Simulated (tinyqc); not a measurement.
Inside a calculation: eight-band Kane k.p model with strain. Values are carried at full precision from step to step, so a last printed digit may differ when a step is redone from the rounded ones.

Constants: hbar^2/2m0 = 3.80998211 eV angstrom^2.

Values chosen for the exercise (near those of InAs; the results hold for these values, not for the real material):
- Eg = 0.416 eV (gap at Gamma to the s-like level)
- Dso = 0.391 eV (spin-orbit splitting)
- Ep = 21.4 eV (Kane energy)
- me = 0.0261 m0 (electron mass at Gamma)
- g1 = 20.05 (Luttinger gamma1)
- g2 = 8.49 (gamma2)
- g3 = 9.18 (gamma3)
- a = 6.053 angstrom (lattice constant)
- a_sub = 5.977 angstrom (lattice constant of the substrate)
- C11 = 83.6 GPa
- C12 = 45 GPa
- C44 = 39.3 GPa
- face = 111 (growth face)
- ac = -5.06 eV (conduction deformation potential)
- av = 1 eV (valence hydrostatic potential)
- b = -1.79 eV (tetragonal shear potential)
- d = -3.63 eV (trigonal shear potential)
- k = (-0.012, 0.022, 0) 1/angstrom (wave vector)
- kmax = 0.04 1/angstrom (end of the path)

## Derived values

P = sqrt(Ep c); A = 1/me - Ep (Eg + 2 Dso/3)/(Eg (Eg + Dso)) keeps the electron mass; g1' = g1 - Ep/(3 Eg), g2' = g2 - Ep/(6 Eg), g3' = g3 - Ep/(6 Eg) remove the coupling to S that the Luttinger values already hold; L = -c (g1' + 4 g2'), M = -c (g1' - 2 g2'), N = -6 c g3'. c = hbar^2/2m0.

P = 9.0296 eV angstrom
A = -4.8200

g1', g2', g3': [2.9026, -0.0837, 0.6063]

L, M, N (eV angstrom^2): [-9.7829, -11.6966, -13.8595]

The coupling to the valence bands supplies 43.13, against 1/me = 38.31; A makes up the difference. The diagonal term in A bends towards the gap, so the set should be tested for spurious states at large k.

## Strain of a layer grown coherently on a (111) face

e_par = (a_sub - a)/a in the plane; no stress along the normal: e_perp = -(2 C11 + 4 C12 - 4 C44)/(C11 + 2 C12 + 4 C44) e_par; exx = eyy = ezz = (2 e_par + e_perp)/3 and exy = eyz = ezx = (e_perp - e_par)/3.

e_par = -0.012556
e_perp = 0.007212

strain tensor in the cubic axes, rows x, y, z and columns alike:
```
[[-0.005967, 0.006589, 0.006589],
 [0.006589, -0.005967, 0.006589],
 [0.006589, 0.006589, -0.005967]]
```

The layer is under compression in the plane; its volume changes by -1.790 %.

## Strain terms

Strain (Bir-Pikus): H_SS gains ac tr(e); H_XX gains l exx + m (eyy + ezz) and H_XY gains n exy, with l = av + 2 b, m = av - b, n = sqrt(3) d. The sign of av is such that the gap moves by (ac - av) tr(e); the change of P with strain is neglected.

Form the strain terms of the Hamiltonian.

ac tr(e) = 0.09057 eV

strain block of X, Y, Z (the same for both spins) (eV), rows X, Y, Z and columns alike:
```
[[-0.01790, -0.04143, -0.04143],
 [-0.04143, -0.01790, -0.04143],
 [-0.04143, -0.04143, -0.01790]]
```

## The Hamiltonian at one k

Eight-band Kane model, basis S, X, Y, Z times spin, zero of energy at the top of the unstrained valence band, c = hbar^2/2m0. Within each spin: H_SS = Eg + A c k^2, H_SX = i P kx (likewise Y, Z), H_XX = -Dso/3 + L kx^2 + M (ky^2 + kz^2), H_XY = N kx ky, and cyclic. Spin-orbit term (Dso/3) L.sigma on X, Y, Z with (L_k)_ij = -i epsilon_kij: <X+|H|Y+> = -i Dso/3, <X+|H|Z-> = Dso/3, <Y+|H|Z-> = -i Dso/3, <Z+|H|X-> = -Dso/3, <Z+|H|Y-> = i Dso/3, <X-|H|Y-> = i Dso/3, and their conjugates; + and - are the spin along z. Terms from inversion asymmetry are left out, so every level is twofold.

Fill in the matrix, adding ac tr(e) to H_SS and the strain block to X, Y, Z of each spin.

H(k) (eV), rows S+, X+, Y+, Z+, S-, X-, Y-, Z- and columns alike:
```
[[0.4950, -0.1084i, 0.1987i, 0, 0, 0, 0, 0],
 [0.1084i, -0.1553, -0.0378-0.1303i, -0.0414, 0, 0, 0, 0.1303],
 [-0.1987i, -0.0378+0.1303i, -0.1547, -0.0414, 0, 0, 0, -0.1303i],
 [0, -0.0414, -0.0414, -0.1556, 0, -0.1303, 0.1303i, 0],
 [0, 0, 0, 0, 0.4950, -0.1084i, 0.1987i, 0],
 [0, 0, 0, -0.1303, 0.1084i, -0.1553, -0.0378+0.1303i, -0.0414],
 [0, 0, 0, -0.1303i, -0.1987i, -0.0378-0.1303i, -0.1547, -0.0414],
 [0, 0.1303, 0.1303i, 0, 0, -0.0414, -0.0414, -0.1556]]
```

## Levels and orbital character

Diagonalise H; the levels come in pairs. The weights are summed over spin and averaged over each pair.

levels, each twofold (eV): [-0.4412, -0.0903, -0.0121, 0.5731]

weights, rows S, X, Y, Z; columns pair 1, pair 2, pair 3, pair 4:
```
[[0.019, 0.066, 0.025, 0.889],
 [0.313, 0.325, 0.334, 0.028],
 [0.364, 0.423, 0.134, 0.080],
 [0.304, 0.186, 0.507, 0.003]]
```

The conduction pair has 11.1 % valence character at this k; the valence pair with most S character is pair 2 (6.6 %).

## Bands along [100] and [001]

The same diagonalisation at six points |k| = 0, kmax/5, ..., kmax along each direction.

Levels (eV):
```
direction  |k| (1/angstrom)   pair 1   pair 2   pair 3  pair 4
[100]                 0.000  -0.4185  -0.0498   0.0235  0.5066
[100]                 0.008  -0.4211  -0.0537   0.0194  0.5139
[100]                 0.016  -0.4290  -0.0663   0.0094  0.5346
[100]                 0.024  -0.4429  -0.0884  -0.0021  0.5656
[100]                 0.032  -0.4634  -0.1185  -0.0128  0.6038
[100]                 0.040  -0.4915  -0.1527  -0.0230  0.6466
[001]                 0.000  -0.4185  -0.0498   0.0235  0.5066
[001]                 0.008  -0.4211  -0.0537   0.0194  0.5139
[001]                 0.016  -0.4290  -0.0663   0.0094  0.5346
[001]                 0.024  -0.4429  -0.0884  -0.0021  0.5656
[001]                 0.032  -0.4634  -0.1185  -0.0128  0.6038
[001]                 0.040  -0.4915  -0.1527  -0.0230  0.6466
```

At kmax the conduction band lies 0.0 meV and the top valence band 0.0 meV apart between the two directions. k.p holds near Gamma; the zone edge lies near 1 1/angstrom.

## Masses at Gamma

m*/m0 = c h^2/(E(h) - E(0)) with |k| = h = 0.0001 1/angstrom; negative values are hole-like.

Masses (m0):
```
direction  pair 1  pair 2  pair 3  pair 4
[100]      -0.094  -0.064  -0.057   0.033
[001]      -0.094  -0.064  -0.057   0.033
```

Strain has split the top two pairs at Gamma, so each has its own mass tensor; the top pair has -0.057 along [100] and -0.057 along [001].

## Checks

- Electron mass of the unstrained model by finite differences against the input me: both 0.02610.
- Heavy-hole mass along [100] against 1/(g1 - 2 g2): both 0.3257.
- Light-hole mass along [100] against 1/(g1 + 2 g2): both 0.02701.

Computed by tinyqc, a small Python program: `OMP_NUM_THREADS=1 python tinyqc.py 1081217 1081218 out.jsonl` (the numbers bound the seed that draws the inputs); one thread of a shared host (Intel(R) Xeon(R) Processor @ 2.30GHz), about 0.01 s for the whole set of steps.
